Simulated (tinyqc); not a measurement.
Modes across the composition range: two-mode optical phonons of a ternary alloy from two coupled oscillators. Computed by tinyqc, a small Python program. Command: `OMP_NUM_THREADS=1 python tinyqc.py 3009431 3009432 out.jsonl twomode walk`. One thread of a shared host (Intel(R) Xeon(R) Processor @ 2.30GHz), about 0.01 s of CPU time with the checks.

An alloy A(x)B(1-x)C has an A-C and a B-C bond oscillator. Each TO frequency moves linearly from the impurity mode (dilute end) to the TO of the pure crystal; each strength is proportional to the number of bonds.

Inputs (values chosen for the exercise, modelled on In(x)Ga(1-x)As, with A-C the InAs-like and B-C the GaAs-like bond): omega_TO of pure AC = 216.6 1/cm; omega_LO of pure AC = 240.5 1/cm; omega_TO of pure BC = 270 1/cm; omega_LO of pure BC = 291 1/cm; eps_inf of AC = 12.3; eps_inf of BC = 10.8; impurity mode of A in BC = 232.5 1/cm; impurity mode of B in AC = 245.3 1/cm.

Method:
- omega_1 = (impurity mode of A) + x (omega_TO,AC - impurity mode of A); omega_2 = (impurity mode of B) + (1 - x)(omega_TO,BC - impurity mode of B); eps_inf = x eps_AC + (1 - x) eps_BC; strengths W_1 = x eps_AC (omega_LO,AC^2 - omega_TO,AC^2), W_2 = (1 - x) eps_BC (omega_LO,BC^2 - omega_TO,BC^2).
- eps(omega) = eps_inf + W_1/(omega_1^2 - omega^2) + W_2/(omega_2^2 - omega^2) = 0 is the eigenproblem of the matrix [[omega_1^2 + W_1/eps_inf, sqrt(W_1 W_2)/eps_inf], [sqrt(W_1 W_2)/eps_inf, omega_2^2 + W_2/eps_inf]] for omega_LO^2.
- The polar coupling of mode j is c_j = (u_j . sqrt(W))^2/(eps_inf^2 omega_j^2), u_j its eigenvector and omega_j here its LO frequency; the c_j add up to 1/eps_inf - 1/eps_s. Froehlich constant alpha_j = (e^2/(4 pi eps_0)) c_j k_j/(2 E_j), E_j = h c omega_j, k_j = sqrt(m* E_j/(hbar^2/(2 m_0))).

Frequencies (1/cm):
```
x     TO, A-C  TO, B-C  lower LO  upper LO  coupling share of the upper LO   eps_s
0.02  232.182  269.506    232.51    290.24                         0.98757  12.597
0.10  230.910  267.530    232.57    287.21                         0.93958  12.802
0.20  229.320  265.060    232.66    283.38                         0.88294  13.060
0.35  226.935  261.355    232.88    277.54                         0.80292  13.449
0.50  224.550  257.650    233.25    271.52                         0.72567  13.841
0.65  222.165  253.945    233.89    265.21                         0.64595  14.235
0.80  219.780  250.240    235.07    258.35                         0.55150  14.632
0.90  218.190  247.770    236.54    253.07                         0.45657  14.898
0.98  216.918  245.794    239.05    247.51                         0.25402  15.111
```

What follows from these numbers?

The upper LO moves from 290.2 to 247.5 and the lower from 232.5 to 239.1 per cm. At each dilute end one LO-TO pair closes onto an impurity mode. The upper LO shifts by -0.41 per cm for each per cent of x near the middle, which is how Raman spectra measure composition. Its share of the polar coupling passes one half between x = 0.8 and 0.9.
